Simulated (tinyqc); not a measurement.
Square on-chip spiral inductor, lumped pi model: two steps of the calculation.

Outer diameter do = di + 2 n wd + 2 (n - 1) sp, mean da = (do + di)/2, fill p = (do - di)/(do + di), length l = 4 n da. L = 2.34 mu0 n^2 da/(1 + 2.75 p), mu0 = 4 pi 1e-7 H/m. Rs = rho l/(wd delta (1 - exp(-th/delta))), delta = sqrt(rho/(pi f mu0)). Cs = n wd^2 eps0 eo/hu across the coil. At each end Cox = l wd eps0 eo/(2 ho) leads to the substrate branch Rsi = 2 rs he/(l wd) in parallel with Csi = l wd eps0 11.7/(2 he). With one end grounded Y = 1/(Rs + i w L) + i w Cs + 1/[1/(i w Cox) + 1/(1/Rsi + i w Csi)], w = 2 pi f; Q = -Im Y/Re Y. Eddy currents in neighbouring turns and in the substrate are left out.

Parameters, values chosen for the exercise; values of the order met in silicon radio-frequency processes: number of turns n = 3.5; line width wd = 20 um; space between turns sp = 1.5 um; inner diameter di = 80 um; metal thickness th = 0.9 um; metal resistivity rho = 2.2 uohm cm; oxide below the coil ho = 5.6 um; oxide between coil and underpass hu = 0.7 um; relative permittivity of the oxide eo = 4.1; substrate resistivity rs = 10 ohm cm; effective spreading depth in the substrate he = 80 um; frequency f = 3 GHz.

Constants: eps0 = 8.8541878128e-12 F/m. Results are converted to the units shown.

Problem 1. Geometry and model elements. do, l, L, delta, Rs, Cs, Cox, Rsi and Csi as defined.

Find: do; l; L; delta; Rs; Cs; Cox; Rsi; Csi.

Solution 1.

do = 227.5 um
l = 2152 um
L = 2.388 nH
delta = 1.363 um
Rs = 3.594 ohm
Cs = 72.60 fF
Cox = 139.5 fF
Rsi = 371.7 ohm
Csi = 27.87 fF

Problem 2. Admittance, quality factor and apparent inductance. Series branch 1/(Rs + i w L), substrate branch, total Y, Q = -Im Y/Re Y, apparent inductance Im(1/Y)/w, metal-only value w L/Rs, share of the loss in the substrate Re(substrate branch)/Re Y.

L = 2.3881214 nH
Rs = 3.5943755 ohm
Cs = 72.604340 fF
Cox = 139.53647 fF
Rsi = 371.66086 ohm
Csi = 27.873260 fF

Find: series branch; substrate branch; Y; Q; apparent inductance; w L/Rs; share of the loss in the substrate.

Solution 2.

series branch = 1.76-22.07i mS
substrate branch = 1.082+1.361i mS
Y = 2.84-19.34i mS
Q = 6.800
apparent inductance = 2.684 nH
w L/Rs = 12.52
share of the loss in the substrate = 38.05 %

Q is 54.3 % of the metal-only value.

Computed by the program tinyqc: `OMP_NUM_THREADS=1 python tinyqc.py 2302248 2302249 out.jsonl`, one thread of a shared Intel Xeon 2.30GHz, about 0.01 s for the whole run.
